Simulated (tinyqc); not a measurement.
# Thermoelectric coefficients of a parabolic band, Landauer integrals: what changes with what

Bulk parabolic band, x = (E - Ec)/kB T, C = hbar^2/(2 m0), kB T in eV. Modes per area gv m kB T x/(4 pi C) times the back-scattering length l0 x^rr give the transport function s0 X(x), s0 = (2 q^2/h) gv m kB T l0/(4 pi C), X = x^(1 + rr). I_k = int X (x - eta)^k w dx, w = 1/(4 cosh^2((x - eta)/2)).

Values chosen for this exercise:
- T = 500 K (temperature)
- m = 0.51 m0 (mass of one valley)
- gv = 4 (valleys)
- l0 = 7.1 nm (back-scattering length at x = 1)
- rr = 0 (energy exponent of that length)
- kL = 4.6 W/(m K) (lattice thermal conductivity)

Constants: q = 1.602176634e-19 C, kB = 1.380649e-23 J/K, hbar = 1.054571817e-34 J s, h = 6.62607015e-34 J s, m0 = 9.1093837015e-31 kg, Vt = kB T/q, hbar^2/(2 m0) = 0.0380998212 eV nm^2. Results are converted to the units shown.

Each table varies one quantity; the others keep the values above.

## Effect of the Fermi level

sigma = s0 I_0, S = -(kB/q) I_1/I_0, Lorenz number L = (kB/q)^2 [I_2/I_0 - (I_1/I_0)^2], kappa_e = L sigma T. Power factor S^2 sigma, ZT = S^2 sigma T/(kappa_e + kL). The integrals are converged.

Results:

| eta | sigma (S/cm) | S (uV/K) | kappa_e (W/(m K)) | power factor (mW/(m K^2)) | ZT |
|---|---|---|---|---|---|
| -4 | 18.33 | -517.8 | 0.01364 | 0.4915 | 0.05327 |
| -3.1 | 44.50 | -441.4 | 0.03323 | 0.8670 | 0.09356 |
| -2.2 | 106.1 | -366.5 | 0.07984 | 1.426 | 0.1523 |
| -1.3 | 243.4 | -295.0 | 0.1862 | 2.119 | 0.2213 |
| -0.4 | 518.1 | -230.2 | 0.4093 | 2.745 | 0.2740 |
| 0.5 | 983.8 | -175.7 | 0.8183 | 3.038 | 0.2803 |
| 2.3 | 2419 | -103.4 | 2.294 | 2.587 | 0.1876 |
| 3.2 | 3272 | -81.95 | 3.287 | 2.198 | 0.1393 |
| 4.1 | 4157 | -66.77 | 4.374 | 1.853 | 0.1033 |
| 5 | 5056 | -55.81 | 5.509 | 1.575 | 0.07791 |

Estimate the missing row, eta = 1.4.

Computed row:

| eta | sigma (S/cm) | S (uV/K) | kappa_e (W/(m K)) | power factor (mW/(m K^2)) | ZT |
|---|---|---|---|---|---|
| 1.4 | 1637 | -133.8 | 1.453 | 2.929 | 0.2419 |

With this row back in the table: sigma rises from 18.3 to 5060 S/cm, and S rises from -518 to -55.8 uV/K. Among the rows the power factor is largest at eta = 0.5 and ZT, 0.280, at eta = 0.5, where S = -176 uV/K.

## Best figure of merit against the lattice conductivity

Same model as above.

For each row eta is chosen to maximise ZT; B = (kB/q)^2 s0 T/kL.

Best figure of merit against the lattice conductivity:

| kL (W/(m K)) | B | best eta | best ZT | S there (uV/K) |
|---|---|---|---|---|
| 0.12 | 3.125 | -1.849 | 3.642 | -338.1 |
| 0.27 | 1.389 | -1.308 | 2.322 | -295.7 |
| 0.59 | 0.6356 | -0.827 | 1.415 | -259.9 |
| 1.3 | 0.2884 | -0.392 | 0.8030 | -229.7 |
| 2.8 | 0.1339 | -0.035 | 0.4351 | -206.7 |
| 6.1 | 0.06147 | 0.245 | 0.2211 | -189.9 |
| 13 | 0.02884 | 0.431 | 0.1100 | -179.5 |
| 29 | 0.01293 | 0.550 | 0.05095 | -173.1 |

Read the table: what changes, and by how much?

As B falls from 3.12 to 0.0129, the best ZT falls from 3.64 to 0.0510, as B^(0.56) between the first two rows and B^(0.96) between the last two; the best eta moves from -1.85 to 0.55, towards the optimum of the power factor, since kappa_e matters less when kL is large.

Range of the model: Parabolic bands, elastic scattering and a fixed kL make these model figures, not those of a material.

Program tinyqc, `OMP_NUM_THREADS=1 python tinyqc.py 2800038 2800039 out.jsonl`; Intel Xeon 2.30GHz, shared host, one thread, about 0.07 s.
